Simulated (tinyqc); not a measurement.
Thermal boundary conductance by the acoustic and diffuse mismatch models. From one set of inputs to another, one input at a time. Computed by tinyqc, a small Python program. Command: `OMP_NUM_THREADS=1 python tinyqc.py 3029771 3029772 out.jsonl kapitza ladder`. One thread of a shared host (Intel(R) Xeon(R) Processor @ 2.30GHz), about 0.01 s of CPU time with the checks.

Each side has one longitudinal and two transverse Debye branches, omega = v q up to q_D = (6 pi^2 n)^(1/3), with n counting all atoms. Scattering at the interface is elastic. Electrons are left out of G, also for metals. Melting is ignored. G refers to the temperatures of the phonons sent towards the interface. Linear branches over all atoms overstate G at high T, most for crystals with several atoms a cell.

The inputs printed are set A. Inputs not listed in the table keep their values of set A, so the rows need not describe a real material.

Inputs (values chosen for the exercise, modelled on silicon carbide (side 1) and gallium nitride (side 2)): density rho_1 = 3.15 g/cm^3; longitudinal velocity vL_1 = 12600 m/s; transverse velocity vT_1 = 7600 m/s; atom density n_1 = 93.6 1/nm^3; conductivity kappa_1 = 389 W/(m K); density rho_2 = 6.3 g/cm^3; longitudinal velocity vL_2 = 7820 m/s; transverse velocity vT_2 = 4250 m/s; atom density n_2 = 87.2 1/nm^3; conductivity kappa_2 = 203 W/(m K); temperature T = 20 K; thickness d_1 = 120 nm; thickness d_2 = 170000 nm; heat flux J = 3.4 kW/cm^2.

Structure: film on a substrate.

Constants: hbar = 1.054571817e-34 J s; k_B = 1.380649e-23 J/K.

Method:
- omega_c = v q_D for each branch, given as hbar omega_c/k_B; impedance Z = rho v.
- No mode conversion. t(theta) = 4 Z_1 Z_2 cos(theta_1) cos(theta_2)/N^2, with N = Z_2 cos(theta_1) + Z_1 cos(theta_2) for L (the form for pressure waves) and N = Z_1 cos(theta_1) + Z_2 cos(theta_2) for both T branches (the form for shear waves polarised along the interface); sin(theta_2) = (v_2/v_1) sin(theta_1), and t = 0 beyond the critical angle arcsin(v_1/v_2); the mean over the incoming flux is alpha = 2 int t sin(theta_1) cos(theta_1) d theta_1 (64 Gauss-Legendre points).
- G = (k_B^4 T^3/(8 pi^2 hbar^3)) int W(x) x^4 e^x/(e^x - 1)^2 dx, x = hbar omega/(k_B T). Acoustic mismatch: W = sum over the three branches of alpha(1 to 2)/v_1^2, each up to the lower of its two cut-offs. Diffuse mismatch: W = S_1 S_2/(S_1 + S_2), where S_i sums 1/v^2 over the branches of side i still below their cut-off. Radiation limit: W = min(S_1, S_2). The integral is split at the four cut-offs (64 Gauss-Legendre points a piece, x at most 45).
- Boundary resistance R = 1/G and Kapitza length kappa_2/G use the diffuse value.
- In series: Delta T = J (d_1/kappa_1 + R + d_2/kappa_2), with bulk conductivities in the layers and one-dimensional flow.

Each row keeps all changes above it:
```
input moved                         from      to  G, radiation limit (MW/(m^2 K))  total rise Delta T (K)  interface share of film plus interface
set A                                  -       -                       3.3370e+00                    42.0                                 0.99922
temperature T (K)                     20     300                       1.8600e+03                    28.5                                 0.70407
thickness d_1 (nm)                   120      16                       1.8600e+03                    28.5                                 0.94693
atom density n_2 (1/nm^3)           87.2      40                       1.0130e+03                    28.5                                 0.97045
conductivity kappa_2 (W/(m K))       203    1.46                       1.0130e+03                  3959.0                                 0.97045
density rho_1 (g/cm^3)              3.15    11.1                       1.0130e+03                  3959.0                                 0.97045
thickness d_2 (nm)                170000  250000                       1.0130e+03                  5822.0                                 0.97045
longitudinal velocity vL_1 (m/s)   12600   11600                       1.0239e+03                  5822.0                                 0.97008
```

Which inputs carry the difference?

G, radiation limit goes from 3.34 to 1020, a factor 307 in all. The largest single move comes from temperature T (a factor 557). Total rise Delta T goes from 42.0 to 5820, a factor 139 in all. The largest single move comes from conductivity kappa_2 (a factor 139). Interface share of film plus interface goes from 0.999 to 0.970, a factor 0.9708 in all. The largest single move comes from temperature T (a factor 0.705), and thickness d_1 works against it (a factor 1.34). The single moves hold for this order of the switches; the total does not depend on the order.

Caution (rows set A): kappa_2 is of room-temperature size, so the Kapitza length is only nominal at this T. Caution (rows set A, conductivity kappa_2, density rho_1, thickness d_2, longitudinal velocity vL_1): the rise is not small against T, so constant conductivities fail; a rise of thousands of kelvin would destroy the stack. Caution (rows set A): the conductivities are of room-temperature size; at this T real values can differ much and free paths can be long. Caution (all rows): R from emitted-phonon temperatures is too large for use in series with Fourier layers, by up to a factor of about 2. Caution (rows temperature T, thickness d_1, atom density n_2, conductivity kappa_2, density rho_1, thickness d_2, longitudinal velocity vL_1): at this temperature short waves carry the heat; linear branches up to q_D overstate their velocity, and inelastic processes, left out here, grow with T. Caution (rows thickness d_1, atom density n_2, conductivity kappa_2, density rho_1, thickness d_2, longitudinal velocity vL_1): layers this thin are often below the phonon free path, where bulk conductivities and independent interfaces no longer hold.

Extremes, crossings and ranges named in words are read from the listed rows.
